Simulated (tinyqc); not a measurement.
Concentration-dependent dopant diffusion with charged defects and the built-in field: one step, computed by the program tinyqc. Command: `OMP_NUM_THREADS=1 python tinyqc.py 3005895 3005896 out.jsonl extrinsic walk`. One thread of a shared host (Intel(R) Xeon(R) Processor @ 2.30GHz), about 0.07 s of CPU time with the checks.

A constant source C_s feeds a half space. The dopant moves through neutral point defects and through charged ones, whose number grows with the majority carrier density n.

Question. Intrinsic density and partial diffusivities. n_i = 3.87e16 T^1.5 exp(-7014/T) per cm^3 (T in kelvin, an empirical form); each D = prefactor x exp(-E/(k_B T)); the intrinsic diffusivity D_i is their sum. Temperatures in kelvin are T(C) + 273.15.

Inputs (values chosen for the exercise, modelled on arsenic in silicon):
```
quantity                       value    unit
neutral prefactor D0x         0.0119  cm^2/s
neutral activation energy E0    3.43      eV
singly charged prefactor D01    28.3  cm^2/s
activation energy E1            4.14      eV
temperature T                   1075       C
```

Field enhancement: on.

Constants: k_B = 8.617333262e-05 eV/K.

Give: n_i; partial diffusivities; intrinsic diffusivity D_i.

Answer.

n_i = 1.054e+19 1/cm^3

partial diffusivities (cm^2/s): Dx 1.791e-15, D1 9.446e-15

intrinsic diffusivity D_i = 1.124e-14 cm^2/s
